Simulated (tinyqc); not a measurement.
Two-dimensional dopant profile at a mask edge: lateral junction, overlap and effective channel length. Changing the dose Q. Computed by tinyqc, a small Python program. Command: `OMP_NUM_THREADS=1 python tinyqc.py 3002480 3002481 out.jsonl lateral sweep`. One thread of a shared host (Intel(R) Xeon(R) Processor @ 2.30GHz), about 0.01 s of CPU time with the checks.

Ions enter for y < 0; the mask (spacer, then gate) covers y > 0. x is the depth. The surface reflects dopant during the anneal.

Inputs (values chosen for the exercise, modelled on a source-drain extension in silicon): projected range R_p = 11 nm; vertical straggle = 4.9 nm; lateral straggle = 4.1 nm; anneal budget D t = 2.7e-13 cm^2; channel doping C_B = 1.6e+17 1/cm^3; gate length L_g = 98 nm; offset spacer = 4.9 nm; oxide thickness = 2.3 nm.

Constants: eps_0 = 8.8541878128e-12 F/m.

Method:
- Widths s_x^2 = (vertical straggle)^2 + 2 D t, s_y^2 = (lateral straggle)^2 + 2 D t. C(x, y) = V(x) (1/2) erfc(y/(sqrt2 s_y)), V(x) = Q/(sqrt(2 pi) s_x) [exp(-(x - R_p)^2/(2 s_x^2)) + exp(-(x + R_p)^2/(2 s_x^2))]; 1 nm = 1e-7 cm.
- The vertical junction far from the mask solves V(x) = C_B.
- The lateral junction at depth x solves C = C_B: y_j(x) = sqrt2 s_y erfc^-1(2 C_B/V(x)). Overlap under the gate = y_j(0) - spacer; metallurgical channel L_met = L_g - 2 overlap (tails from the two sides are not added).
- Abruptness at y_j(0) in nm per decade = ln(10) s_y sqrt(pi/2) exp(u^2) erfc(u), u = y_j/(sqrt2 s_y). Overlap capacitance per width = 3.9 eps_0 overlap/t_ox (zero if there is no overlap).

One run for each value; columns: (1) dose Q (1/cm^2); (2) lateral junction y_j(0) (nm); (3) vertical junction x_j (nm); (4) lateral abruptness (nm/decade); (5) overlap capacitance (fF/um):
```
(1)          (2)     (3)     (4)      (5)
3.00e+13  18.778  37.317  7.5105  0.20836
6.90e+13  21.357  39.680  6.7810  0.24708
1.60e+14  23.727  41.883  6.2183  0.28266
3.60e+14  25.838  43.867  5.7861  0.31435
1.90e+15  29.762  47.603  5.1175  0.37327
4.40e+15  31.580  49.351  4.8555  0.40056
1.00e+16  33.270  50.986  4.6337  0.42594
```

Give the missing row, dose Q (1/cm^2) = 8.30e+14.

Computed row; columns: (1) dose Q (1/cm^2); (2) lateral junction y_j(0) (nm); (3) vertical junction x_j (nm); (4) lateral abruptness (nm/decade); (5) overlap capacitance (fF/um):
```
(1)          (2)     (3)     (4)      (5)
8.30e+14  27.869  45.794  5.4208  0.34484
```

Interpolating between the two neighbouring rows (the first column on a logarithmic scale, the others too where they are positive) misses most in overlap capacitance (fF/um), by 0.63 %. Over the rows, lateral junction y_j(0) (nm) rises from 18.8 to 33.3 (exponent d ln y / d ln x 0.15 between the first rows and 0.064 between the last); vertical junction x_j (nm) rises from 37.3 to 51.0 (exponent d ln y / d ln x 0.074 between the first rows and 0.040 between the last); lateral abruptness (nm/decade) falls from 7.51 to 4.63 (exponent d ln y / d ln x -0.12 between the first rows and -0.057 between the last). Where V(0) stays far above C_B, dose enters the junctions only through about the root of a logarithm.

Caution (rows 1.90e15, 4.40e15, 1.00e16): the peak exceeds usual solubilities, so part of the dose is inactive and diffusion is concentration dependent.

Extremes, crossings and ranges named in words are read from the listed rows.
